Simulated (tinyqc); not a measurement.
The integration grid: Kohn-Sham PBE on finer and finer grids in the 6-31g basis, for H4, spin multiplicity 1. Computed by the program tinyqc with PySCF. Self-consistent on each grid; the net force on the molecule should vanish.

Geometry (angstrom):
```
atom       x       y       z
H     0.0000  0.0000  0.0000
H     0.0000  0.0000  1.1510
H     0.0000  1.0490  0.0000
H     0.0000  1.0490  1.1510
```

Kohn-Sham energy on Becke grids (radial x angular points per atom):
```
grid       points  residual of the electron count  E (hartree)  E - finest (mhartree)  largest net force without grid terms (hartree/bohr)
10 x 14       536                        4.80e-02     -2.10038              -11.13846                                             5.55e-16
15 x 26      1512                        8.42e-03     -2.09358               -4.34535                                             7.77e-16
20 x 50      3932                        3.74e-03     -2.09009               -0.84963                                             2.78e-16
30 x 86     10246                        7.56e-04     -2.08943               -0.19459                                             6.66e-16
50 x 194    38636                        2.83e-05     -2.08924               -0.00513                                             2.78e-16
75 x 302    90404                        2.58e-06     -2.08924               -0.00039                                             1.12e-16
120 x 590  282376                        1.12e-08     -2.08924                0.00000                                             3.05e-16
```

What does the comparison show, and why?

The energy is within 0.1 mhartree of the finest grid first at 50 x 194. The error has one sign here, though quadrature is not variational. The net force vanishes by symmetry here, so only the electron count signals a poor grid.
